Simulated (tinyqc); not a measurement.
Equilibrium crystal shape, supported particles, Gibbs-Thomson effect and coarsening. Inputs raised by 10 %, one at a time. Computed by tinyqc, a small Python program. Command: `OMP_NUM_THREADS=1 python tinyqc.py 3031094 3031095 out.jsonl wulff sens`. One thread of a shared host (Intel(R) Xeon(R) Processor @ 2.30GHz), about 0.2 s of CPU time with the checks.

A cubic crystal bounded by {100}, {110} and {111} facets only.

Inputs (values chosen for the exercise, for a model metal): lattice constant a = 3.08 angstrom; first-neighbour bond energy e1 = 0.316 eV; second-neighbour bond energy e2 = 0.037 eV; atoms in the particle N = 300000; temperature T = 950 K; precipitate interface energy gamma_i = 0.34 J/m^2; solubility x_inf at a flat interface = 0.00059; diffusivity D = 6.6e-19 m^2/s; mean radius at the start r0 = 5.4 nm; time t = 360000 s.

Surface energies: broken bonds, fcc.

Constants: 1 eV/angstrom^2 = 16.02176634 J/m^2; e = 1.602176634e-19 C; k_B = 8.617333262e-05 eV/K; k_B = 1.380649e-23 J/K.

Method:
- A cut with normal n breaks sum_R |R.n|/(2 Omega) bonds per area (R over all neighbours of a shell) and makes two surfaces: gamma = sum over shells e_s sum_R |R.n|/(4 Omega). fcc: 12 neighbours a/2 (1,1,0), 6 at a (1,0,0), Omega = a^3/4.
- Wulff construction: the facet planes lie at distances lambda gamma from the centre, and the shape is the region inside all of them; V = (1/3) sum of area x distance. gamma_mean = sum A gamma / sum A; shape factor eta = A/V^(2/3) (4.836 for a sphere). lambda follows from V = N Omega.
- For the Wulff shape mu - mu(bulk) = 2 Omega gamma/h, with gamma and h = lambda gamma the energy and distance of any one facet plane, here (111); the vapour pressure rises by exp[(mu - mu(bulk))/(k_B T)].
- Spherical precipitates of nearly pure solute with atomic volume Omega: x(r) = x_inf exp(l/r), l = 2 gamma_i Omega/(k_B T). Diffusion-limited coarsening at small volume fraction (Lifshitz-Slyozov-Wagner): r^3 = r0^3 + K t, K = (4/9) D x_inf l; the number density falls as (r0/r)^3. The steady size distribution is assumed from the start, and D and x_inf are inputs that do not follow T.

Runs:
```
input moved                                      from        to  mu - mu(bulk) (meV)  pressure ratio  mean radius at t (nm)  number density over its start
base run                                            -         -               26.151          1.3764                 5.6573                        0.86969
atoms in the particle N                        300000    330000               25.333          1.3627                 5.6573                        0.86969
temperature T (K)                                 950      1045               26.151          1.3370                 5.6348                        0.88011
precipitate interface energy gamma_i (J/m^2)     0.34     0.374               26.151          1.3764                 5.6817                        0.85850
solubility x_inf at a flat interface          0.00059  0.000649               26.151          1.3764                 5.6817                        0.85850
diffusivity D (m^2/s)                         6.6e-19  7.26e-19               26.151          1.3764                 5.6817                        0.85850
mean radius at the start r0 (nm)                  5.4      5.94               26.151          1.3764                 6.1550                        0.89881
time t (s)                                     360000    396000               26.151          1.3764                 5.6817                        0.85850
```

Exponents ln(y'/y) / ln(x'/x):
```
input                                 mu - mu(bulk)  pressure ratio  mean radius at t  number density over its start
atoms in the particle N                      -0.333          -0.105             0.000                          0.000
temperature T                                 0.000          -0.305            -0.042                          0.125
precipitate interface energy gamma_i          0.000           0.000             0.045                         -0.136
solubility x_inf at a flat interface          0.000           0.000             0.045                         -0.136
diffusivity D                                 0.000           0.000             0.045                         -0.136
mean radius at the start r0                   0.000           0.000             0.885                          0.346
time t                                        0.000           0.000             0.045                         -0.136
```

Among the inputs moved here: mu - mu(bulk) answers most in size to atoms in the particle N (exponent -0.333); its exponent is below 0.0005 for temperature T, precipitate interface energy gamma_i, solubility x_inf at a flat interface, diffusivity D, mean radius at the start r0, time t. Its exponent -0.333 in atoms in the particle N: mu goes as 1/size. Pressure ratio answers most in size to temperature T (exponent -0.305), next to atoms in the particle N (-0.105); its exponent is below 0.0005 for precipitate interface energy gamma_i, solubility x_inf at a flat interface, diffusivity D, mean radius at the start r0, time t. Mean radius at t answers most in size to mean radius at the start r0 (exponent +0.885), next to solubility x_inf at a flat interface (+0.045); its exponent is below 0.0005 for atoms in the particle N. number density over its start answers most in size to mean radius at the start r0 (exponent +0.346), next to solubility x_inf at a flat interface (-0.136); its exponent is below 0.0005 for atoms in the particle N.
